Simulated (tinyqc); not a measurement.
Worked calculation: thin-film optics by transfer matrices. Values are carried at full precision from step to step, so a last printed digit may differ when a step is redone from the rounded ones.

Indices N = n + i k. Snell: N0 sin(theta) = N_j sin(theta_j), with Im(N_j cos theta_j) >= 0. Admittance y_j = N_j cos theta_j for s and N_j/cos theta_j for p. Phase delta_j = 2 pi N_j cos theta_j d_j/lambda. Layer matrix [[cos delta, -i sin delta/y], [-i y sin delta, cos delta]], multiplied from the top down to M. (B, C) = M (1, y_sub); r = (y0 B - C)/(y0 B + C), R = |r|^2, T = 4 Re y0 Re y_sub/|y0 B + C|^2, absorbed in the films 1 - R - T.

Parameters, chosen for this exercise (indices near those of HfO2, SiO2 on polySi; the results hold for these values, not for the real material):
- lam = 633 nm (vacuum wavelength)
- n0 = 1 (ambient index)
- n = (2.022, 1.434, 3.969) (n of HfO2, SiO2, substrate)
- k = (0, 0, 0.038) (k in the same order)
- d = (2.3, 2.7) nm (thicknesses, top first)
- theta = 60 degrees (angle of incidence)
- pol = p (polarisation)

## Angles, admittances and phases

Form cos theta_j, y_j and delta_j.

cos theta_j: ambient 0.5000, film 1 0.9036, film 2 0.7970, substrate 0.9759+0.0005i

y_j: ambient 2.0000, film 1 2.2376, film 2 1.7992, substrate 4.0670+0.0370i

delta_j (rad): film 1 0.0417, film 2 0.0306

## Layer matrices and their product

Form each matrix and multiply from the top down.

matrix of film 1:
```
          1         2
1    0.9991  -0.0186i
2  -0.0933i    0.9991
```

matrix of film 2:
```
          1         2
1    0.9995  -0.0170i
2  -0.0551i    0.9995
```

M:
```
          1         2
1    0.9976  -0.0356i
2  -0.1483i    0.9971
```

Each matrix has determinant 1, and so has M.

## Reflection and transmission

Close the stack on the substrate.

B, C: 0.9990-0.1449i  4.0551-0.1114i

r = -0.3364-0.0518i
R = 0.1159
T into the substrate = 0.8841
absorbed in the films = 0.0000

The bare substrate would reflect 0.1161.

## Ellipsometric angles

Ellipsometry: rho = tan(Psi) exp(i Delta) = -conj(r_p/r_s) with the r of the admittance formula, Delta in 0 to 360 degrees, so that a bare dielectric at small angles gives Delta = 180.

Repeat the steps for both polarisations.

r_s = -0.7693-0.0351i
r_p = -0.3364-0.0518i
Psi = 23.84 degrees
Delta = 173.87 degrees

## Checks

- R against the recursion of Airy sums from the substrate up: both 0.11587.

Run: tinyqc, `OMP_NUM_THREADS=1 python tinyqc.py 1652583 1652584 out.jsonl`; Intel(R) Xeon(R) Processor @ 2.30GHz, one thread, shared host; about 0.01 s of CPU time with all checks.
